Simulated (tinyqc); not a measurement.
Inside a calculation. Method: Hubbard chain of 6 sites. One step of it, computed by the program tinyqc.

Task: Mean-field iteration 1. H(up) = T + U n(down), H(down) = T + U n(up); fill the lowest levels; n(new) = n + mixing (n(out) - n); E = tr T (rho up + rho down) + U sum n_up n_down of the output.

one-body matrix (hopping and site energies) (eV), lower triangle:
```
           1          2          3          4          5         6
1   0.000000
2  -0.560000   0.000000
3   0.000000  -0.560000   0.000000
4   0.000000   0.000000  -0.560000   0.000000
5   0.000000   0.000000   0.000000  -0.560000   0.000000
6   0.000000   0.000000   0.000000   0.000000  -0.560000  0.000000
```

U = 8.400000 eV

electrons, up and down: 5  3

mixing = 0.500000

n(up) at the start (a guess, not normalised): 1 1.000000, 2 0.533000, 3 1.000000, 4 0.533000, 5 1.000000, 6 0.533000

n(down) at the start (a guess): 1 0.200000, 2 0.800000, 3 0.200000, 4 0.800000, 5 0.200000, 6 0.800000

Give: levels, up; levels, down; energy; n(up) after iteration 1; n(down) after iteration 1.

Result:

levels, up (eV): 1.485  1.585  1.668  6.732  6.815  6.915

levels, down (eV): 4.233  4.357  4.461  8.416  8.521  8.644

energy = 16.257 eV

n(up) after iteration 1: 1 0.998, 2 0.598, 3 0.990, 4 0.505, 5 0.994, 6 0.715

n(down) after iteration 1: 1 0.109, 2 0.882, 3 0.117, 4 0.883, 5 0.118, 6 0.891
